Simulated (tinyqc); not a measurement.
# Margin needed against array size

Cells fail independently with probability Q(k) = erfc(k/sqrt(2))/2 when the margin is k standard deviations, and Y = exp(-Nb Q(k)). phi = exp(-k^2/2)/sqrt(2 pi).  k solves Y = exp(-Nb Q(k)); the estimate is sqrt(2 ln(Nb/(-ln Y))).

Inputs (values chosen for the exercise):
- Y = 0.99 (wanted yield)

Margin needed against array size:

| Nb | allowed Q | k | estimate |
|---|---|---|---|
| 256 | 3.926e-5 | 3.949 | 4.505 |
| 4096 | 2.454e-6 | 4.569 | 5.083 |
| 65536 | 1.534e-7 | 5.119 | 5.602 |
| 1048576 | 9.585e-9 | 5.619 | 6.077 |
| 16777216 | 5.990e-10 | 6.080 | 6.517 |
| 268435456 | 3.744e-11 | 6.511 | 6.929 |
| 4294967296 | 2.340e-12 | 6.915 | 7.319 |

Read the table: what changes, and by how much?

A 1.68e7-fold larger array raises k only from 3.95 to 6.91; the last factor of 16 costs 0.40 standard deviations. The estimate, which drops the factor 1/(k sqrt(2 pi)) of the tail, is 14 % above k in the first row and 5.8 % above it in the last.

Program tinyqc, `OMP_NUM_THREADS=1 python tinyqc.py 2090171 2090172 out.jsonl`; Intel Xeon 2.30GHz, shared host, one thread, about 0.01 s.
